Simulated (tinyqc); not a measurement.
# Schottky barrier on an n-type semiconductor, non-linear Poisson equation by Newton steps: what changes with what

One dimension, metal at x = 0, donor density C(x) = Nd, uniform. Energies are counted from the electron Fermi level of the semiconductor and the conduction-band edge is Ec = -psi, so n = Nc exp(psi/Vt); holes follow the Fermi level of the metal, at -V, so p = Nv exp((V - psi - Eg)/Vt). Ends: psi(0) = V - phiB and psi = Vt ln(Nd/Nc) deep inside. Boltzmann statistics, full ionisation, no current, no image force in the Poisson equation.

Parameters, values chosen for the exercise; band and dielectric values close to those of indium phosphide: temperature T = 350 K; band gap Eg = 1.33 eV; relative permittivity eps_r = 12.4; conduction-band density of states at T Nc = 7.13e17 cm^-3; valence-band density of states at T Nv = 1.4e19 cm^-3; donor density deep in the semiconductor Nd = 1.6e17 cm^-3; barrier height phiB = 0.83 eV.

Constants: q = 1.602176634e-19 C, kB = 1.380649e-23 J/K, Vt = kB T/q, eps0 = 8.8541878128e-14 F/cm where lengths are in cm. Results are converted to the units shown.

Each table varies one quantity; the others keep the values above.

## Capacitance-voltage profiling

The Poisson equation d/dx(eps0 eps_r dpsi/dx) = -q (p - n + C) is solved on a mesh of about 1000 nodes or more that ends in neutral material. C_s = q d/dV of the integral of n over x, from the linearised equation. Probed depth w = eps0 eps_r/C_s; apparent doping N_app = C_s^3/(q eps0 eps_r dC_s/dV), the derivative by central differences over +/- 0.02 V.

The same in every row: true C(w) (cm^-3) = 1.600e17.

Capacitance-voltage profiling:

| V (V) | C_s (nF/cm^2) | w (nm) | N_app (cm^-3) | \|E_0\| (kV/cm) |
|---|---|---|---|---|
| 0 | 136.5 | 80.41 | 1.599e17 | 187.7 |
| -0.3 | 115.5 | 95.05 | 1.600e17 | 221.9 |
| -0.6 | 101.9 | 107.7 | 1.600e17 | 251.5 |
| -0.9 | 92.22 | 119.1 | 1.600e17 | 278.0 |
| -1.2 | 84.85 | 129.4 | 1.600e17 | 302.1 |
| -1.5 | 79.00 | 139.0 | 1.600e17 | 324.5 |
| -1.8 | 74.22 | 147.9 | 1.600e17 | 345.4 |
| -2.1 | 70.21 | 156.4 | 1.600e17 | 365.1 |
| -2.4 | 66.79 | 164.4 | 1.600e17 | 383.8 |
| -2.7 | 63.82 | 172.0 | 1.600e17 | 401.7 |
| -3 | 61.22 | 179.3 | 1.600e17 | 418.7 |

What does the table show?

C_s falls from 137 to 61.2 nF/cm^2 while the probed depth goes from 80.4 to 179 nm. The apparent doping stays near 1.60e17 cm^-3. It departs most from the true doping at that depth for V = 0 V, where it is 0.044 % below it; so the doping is read well over the depths probed. In every row the doping at the probed depth exceeds a fifth of Nc, where Boltzmann statistics begin to fail.

## Effect of the bias of the metal against the semiconductor

First integral for uniform doping: E_0^2 = (2 q/(eps0 eps_r)) [Nd (U - Vt + Vt exp(-U/Vt)) + Vt p_0], U = Vbi - V, Vbi = phiB - Vt ln(Nc/Nd), p_0 = Nv exp((phiB - Eg)/Vt) (deep holes neglected). Image-force lowering dphi = sqrt(q E_0/(4 pi eps0 eps_r)), at x_m = sqrt(q/(16 pi eps0 eps_r E_0)). W = sqrt(2 eps0 eps_r U/(q Nd)).

The same in every row: Vbi (V) = 0.78493; p_0/Nd = 5.5249e-6.

Effect of the bias of the metal against the semiconductor:

| V (V) | W (nm) | E_0 (kV/cm) | dphi (mV) | exp(dphi/Vt) |
|---|---|---|---|---|
| 0 | 81.998 | 187.74 | 46.692 | 4.7025 |
| -1.4 | 136.81 | 317.21 | 60.693 | 7.4806 |
| -2.9 | 177.66 | 413.12 | 69.263 | 9.9391 |
| -4.3 | 208.70 | 485.84 | 75.113 | 12.066 |
| -5.7 | 235.69 | 549.02 | 79.847 | 14.117 |
| -7.1 | 259.89 | 605.64 | 83.863 | 16.128 |
| -8.6 | 283.53 | 660.94 | 87.608 | 18.260 |
| -10 | 303.94 | 708.67 | 90.717 | 20.243 |

As V goes from 0 to -10, the surface field rises from 188 to 709 kV/cm, the lowering rises from 46.7 to 90.7 mV and W rises from 82.0 to 304 nm. The reverse current factor exp(dphi/Vt) grows by 4.30 over the table, so a thermionic reverse current does not saturate. For V = -7.1, -8.6, -10 the field exceeds 600 kV/cm, where tunnelling through the top of the barrier adds to any current.

tinyqc, about 0.06 s, one thread, Intel Xeon 2.30GHz (shared host): `OMP_NUM_THREADS=1 python tinyqc.py 2020042 2020043 out.jsonl`
